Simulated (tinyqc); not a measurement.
# Worked calculation: hole mobility in a silicon inversion layer, empirical terms and Matthiessen rule

Program tinyqc, `OMP_NUM_THREADS=1 python tinyqc.py 2510004 2510005 out.jsonl`; Intel Xeon 2.30GHz, shared host, one thread, about 0.01 s. Printed values are rounded.

Inversion layer of sheet density Ns on a uniformly doped body. The mobility terms are empirical power laws with prefactors chosen for the exercise; adding their inverses (Matthiessen) is itself an approximation.

Inputs (values chosen for the exercise); material values close to those of silicon: temperature T = 273 K; band gap Eg = 1.13 eV; relative permittivity of the semiconductor eps_r = 11.9; conduction-band density of states at T Nc = 2.43e19 cm^-3; valence-band density of states at T Nv = 2.3e19 cm^-3; body doping Nb = 9.4e17 cm^-3; reverse body bias Vsb = 0.6 V; weight of the inversion charge in the effective field eta = 0.3333; gate capacitance Cox = 0.78 uF/cm^2; phonon-limited mobility at 1 MV/cm and 300 K Ap = 135 cm^2/(V s); roughness-limited mobility at 1 MV/cm As = 386 cm^2/(V s); exponent of the roughness term gs = 1; Coulomb prefactor Ac = 940 cm^2/(V s); charge at the interface Nit = 6e11 cm^-2; inversion density Ns = 2.3e12 cm^-2; ratio W/L WL = 1; drain voltage Vd = 0.01 V; measured linear current I = 0.235 uA.

Constants: q = 1.602176634e-19 C, kB = 1.380649e-23 J/K, Vt = kB T/q, eps0 = 8.8541878128e-14 F/cm where lengths are in cm. Results are converted to the units shown.

## Depletion charge and effective field

ni = sqrt(Nc Nv) exp(-Eg/(2 Vt)), Eg in volts; Ndep = sqrt(2 eps0 eps_r Nb (2 Vt ln(Nb/ni) + Vsb)/q); E = q (Ndep + eta Ns)/(eps0 eps_r), in MV/cm.

ni = 8.777218e8 cm^-3
Ndep = 4.417352e12 cm^-2
E = 0.7882697 MV/cm

The depletion charge gives 85.2 % of the field.

## Mobility terms and their sum

With t = T/(300 K): muC = Ac (Ns/1e12 cm^-2) t/(Nb/1e17 cm^-3 + Nit/1e11 cm^-2), muP = Ap E^(-1/3) t^(-1.75), muS = As E^(-gs); 1/mu is the sum of the inverses.

terms (cm^2/(V s)): Coulomb 127.7545, phonon 172.3666, roughness 489.6801
mu = 63.81113 cm^2/(V s)
shares of 1/mu (%): Coulomb 49.94822, phonon 37.02059, roughness 13.03119

The Coulomb term limits most.

## Iteration 1: inversion density for the measured current

Ns at the start = 1.6e12 cm^-2

I = (W/L) q Ns mu Vd. E = q (Ndep + eta Ns)/(eps0 eps_r) in MV/cm. With t = T/(300 K): muC = Ac (Ns/1e12 cm^-2) t/(Nb/1e17 cm^-3 + Nit/1e11 cm^-2), muP = Ap E^(-1/3) t^(-1.75), muS = As E^(-gs); 1/mu is the sum of the inverses. Ns(new) = I/((W/L) q mu Vd).

E = 0.7527926 MV/cm
mu = 52.86670 cm^2/(V s)
Ns after iteration 1 = 2.774440e12 cm^-2

## Iteration 2: inversion density for the measured current

As before.

E = 0.8123150 MV/cm
mu = 69.18783 cm^2/(V s)
Ns after iteration 2 = 2.119960e12 cm^-2

## Course of the iteration: inversion density for the measured current

Stop when Ns changes by less than 1e5 cm^-2, or after 120 iterations.

Course of the iteration:
```
iteration   Ns (cm^-2)  |change| (cm^-2)
1          2.774440e12           1.17e12
2          2.119960e12           6.54e11
3          2.389328e12           2.69e11
4          2.259011e12           1.30e11
5          2.317882e12           5.89e10
6          2.290401e12           2.75e10
7          2.303040e12           1.26e10
8          2.297186e12            5.85e9
9          2.299888e12            2.70e9
...                ...               ...
15         2.299042e12            2.63e7
16         2.299030e12            1.22e7
17         2.299036e12            5.62e6
18         2.299033e12            2.60e6
19         2.299034e12            1.20e6
20         2.299034e12            5.55e5
21         2.299034e12            2.56e5
22         2.299034e12            1.18e5
23         2.299034e12            5.47e4
```

Converged in 23 iterations. At the end each change is about 0.46 times the one before, with alternating sign: linear convergence.

## Split C-V extraction

Vg, point 0 to 12 (V): [0, 0.05, 0.1, 0.15, 0.2, 0.25, 0.3, 0.35, 0.4, 0.45, 0.5, 0.55, 0.6]
Cgc, point 0 to 12 (uF/cm^2): [6.424324e-5, 4.211869e-4, 0.002754352, 0.01771834, 0.1031865, 0.39, 0.6768135, 0.7622817, 0.7772456, 0.7795788, 0.7799358, 0.7799902, 0.7799985]
I, point 0 to 12 (uA): [1.011241e-11, 4.348488e-10, 1.864923e-8, 7.860547e-7, 2.979275e-5, 6.911361e-4, 0.005512742, 0.01778416, 0.03650156, 0.06003094, 0.08722746, 0.1172707, 0.1495390]

Q(Vg) is the trapezoid sum of Cgc from the first point (where Q is taken as 0); mu_eff = I/((W/L) Q Vd); mu_FE = (dI/dVg)/((W/L) Cox Vd) with a backward difference. Listed from point 4 on.

Q, point 4 to 12 (uC/cm^2): [0.003625962, 0.01595562, 0.04262596, 0.07860334, 0.1170915, 0.1560121, 0.195, 0.2339981, 0.2729979]
mu_eff, point 4 to 12 (cm^2/(V s)): [0.8216512, 4.331615, 12.93283, 22.62520, 31.17353, 38.47838, 44.73203, 50.11606, 54.77660]
mu_FE, point 4 to 12 (cm^2/(V s)): [0.07437615, 1.695752, 12.36309, 31.46518, 47.99332, 60.33176, 69.73466, 77.03386, 82.73921]

At the last point mu_FE is 51 % above mu_eff.
